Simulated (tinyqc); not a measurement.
Inside a calculation: two-band k.p model of the Delta valleys near the X point under shear strain. Values are carried at full precision from step to step, so a last printed digit may differ when a step is redone from the rounded ones.

Constants: hbar^2/2m0 = 3.80998211 eV angstrom^2.

Values chosen for the exercise (near those of Si; shifted at random, so the results belong to these values and not to a real crystal):

| symbol | value | unit | meaning |
|---|---|---|---|
| a | 5.429 | angstrom | lattice constant |
| ml | 0.93 | m0 | longitudinal mass |
| mt | 0.204 | m0 | transverse mass |
| kx0 | 0.152 | 2 pi/a | distance of the minimum from X |
| D | 14.7 | eV | shear deformation potential |
| Mp | 0.24 | m0 | coupling mass |
| exy | 0.0021 |  | shear strain |
| k | (0.05, 0.068, 0.114) | 1/angstrom | wave vector from X |

## Scales

k0 = kx0 2 pi/a; Delta = 2 c k0^2/ml with c = hbar^2/2m0, half the splitting of the two bands at k0; eta = D exy/Delta measures the shear coupling against it.

k0 = 0.17592 1/angstrom
Delta = 0.25356 eV
eta = 0.1217
splitting of the two bands at X, 2 |D exy| = 0.0617 eV

## The Hamiltonian at one k

Valley pair on the [001] axis, kz counted from the X point, c = hbar^2/2m0, k0 = kx0 2 pi/a. H = (c kz^2/ml + c (kx^2 + ky^2)/mt + c k0^2/ml) 1 + (2 c k0 kz/ml) sigma_z + (D exy - 2 c kx ky/Mp) sigma_x, so E = c kz^2/ml + c (kx^2 + ky^2)/mt + c k0^2/ml -/+ sqrt((2 c k0 kz/ml)^2 + (D exy - 2 c kx ky/Mp)^2). Without strain the lower band has its minima, E = 0, at kz = +/- k0. Shifts from diagonal strain are left out.

Fill in the 2 x 2 matrix (sigma_z diagonal) and give its levels.

H(k) (eV):
```
         1        2
1   0.4774  -0.0771
2  -0.0771   0.1488
```

levels (eV): 0.1316  0.4946

## Position, depth and masses of the minimum

For |eta| < 1: k_min = k0 sqrt(1 - eta^2), E_min = -Delta eta^2/2, ml(eta) = ml/(1 - eta^2), 1/m[110] = 1/mt + eta/Mp, 1/m[1-10] = 1/mt - eta/Mp. For |eta| > 1 the minimum sits at X: E_min = -Delta (2 |eta| - 1)/2, ml(eta) = ml/(1 - 1/|eta|), and eta is replaced by its sign in the transverse masses.

k_min = 0.1746 1/angstrom
E_min = -1.88 meV
ml(eta) = 0.944 m0

masses along [110] and [1-10] (m0): 0.1849  0.2275

The minimum has moved 0.7 % of the way to X; electrons are lighter along [110] (-9.4 % against mt) and heavier across (+11.5 %).

## The two bands along kz

kx = ky = 0, kz from 0 to 1.6 k0 in steps of 0.2 k0, with and without the strain.

Levels (eV):

| kz/k0 | kz (1/angstrom) | lower | upper | lower, no strain | upper, no strain |
|---|---|---|---|---|---|
| 0.0 | 0.0000 | 0.0959 | 0.1576 | 0.1268 | 0.1268 |
| 0.2 | 0.0352 | 0.0725 | 0.1912 | 0.0811 | 0.1826 |
| 0.4 | 0.0704 | 0.0410 | 0.2531 | 0.0456 | 0.2485 |
| 0.6 | 0.1055 | 0.0172 | 0.3277 | 0.0203 | 0.3246 |
| 0.8 | 0.1407 | 0.0027 | 0.4131 | 0.0051 | 0.4108 |
| 1.0 | 0.1759 | -0.0019 | 0.5090 | 0.0000 | 0.5071 |
| 1.2 | 0.2111 | 0.0035 | 0.6152 | 0.0051 | 0.6136 |
| 1.4 | 0.2463 | 0.0189 | 0.7316 | 0.0203 | 0.7302 |
| 1.6 | 0.2815 | 0.0445 | 0.8582 | 0.0456 | 0.8570 |

## Checks

- Depth of the minimum by numerical search against the closed form (eV): both -0.001879.
- Mass along [110] by finite differences against the closed form: both 0.1849.

Program tinyqc; command `OMP_NUM_THREADS=1 python tinyqc.py 1081473 1081474 out.jsonl`; about 0.01 s on one thread of a shared Intel(R) Xeon(R) Processor @ 2.30GHz.
